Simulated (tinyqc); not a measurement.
A square-lattice strip 2 sites wide, recursive Green functions: two steps of the calculation.

The device has N = 5 slices of 2 site(s), nearest-neighbour hopping -t, and site energies U; the leads are semi-infinite continuations with site energy 0. V = <i+1|H|i> = -t 1.

Inputs (values chosen for the exercise):
```
symbol,value,unit,meaning
t,1,eV,hopping (matrix element -t)
U,"[-0.12, 0.13, 0, -0.14, -0.17, -0.16, 0.1, 0.17, -0.23, -0.24]",eV,"site energies, slice by slice (2 a slice)"
E,0.55,eV,energy
```

Task 1. Self-energy of the leads. Transverse modes n = 1..2: chi_n(j) = sqrt(2/3) sin(pi n j/3), energy e_n = -2 t cos(pi n/3). Sigma = t^2 sum_n chi_n chi_n^T g(E - e_n), g(x) = (x - i sqrt(4 t^2 - x^2))/(2 t^2) for |x| < 2 t and (x - sign(x) sqrt(x^2 - 4 t^2))/(2 t^2) otherwise; Gamma = i (Sigma - Sigma^dagger); both leads give the same.

Give: Sigma; Gamma; open modes.

Result 1.

Sigma (eV):
```
                  1                 2
1  0.27500-0.80316i  0.50000+0.17120i
2  0.50000+0.17120i  0.27500-0.80316i
```

Gamma (eV):
```
         1        2
1   1.6063  -0.3424
2  -0.3424   1.6063
```

open modes = 2

Task 2. Slice 4. Forward pass: g_1 = (E - H_1 - Sigma)^(-1), g_i = (E - H_i - V g_(i-1) V^dagger)^(-1), with Sigma also subtracted on the last slice; G_(i,1) = g_i V G_(i-1,1), starting from g_1. H_i is the block of slice i: its site energies on the diagonal and -t between neighbouring rows.

g_3 (1/eV):
```
                        1                       2
1  0.26347764-0.59160110i  0.43554508+0.27289428i
2  0.43554508+0.27289428i  0.41936145-0.86977525i
```

G_(3,1) (1/eV):
```
                         1                        2
1   0.10312394+0.10957276i  -0.41512299-0.70046664i
2  -0.29912872-0.98785068i   0.12956374-0.04132196i
```

Find: g_4; G_(4,1).

Result 2.

g_4 (1/eV):
```
                1               2
1  0.5326-0.8246i  0.7047+0.0550i
2  0.7047+0.0550i  0.1545-0.6821i
```

G_(4,1) (1/eV):
```
                1               2
1  0.0112+0.7393i  0.7051+0.0527i
2  0.6534-0.1343i  0.2622+0.6112i
```

Numbers from tinyqc (`OMP_NUM_THREADS=1 python tinyqc.py 2660132 2660133 out.jsonl`; about 0.02 s on one thread of a shared Intel Xeon 2.30GHz).
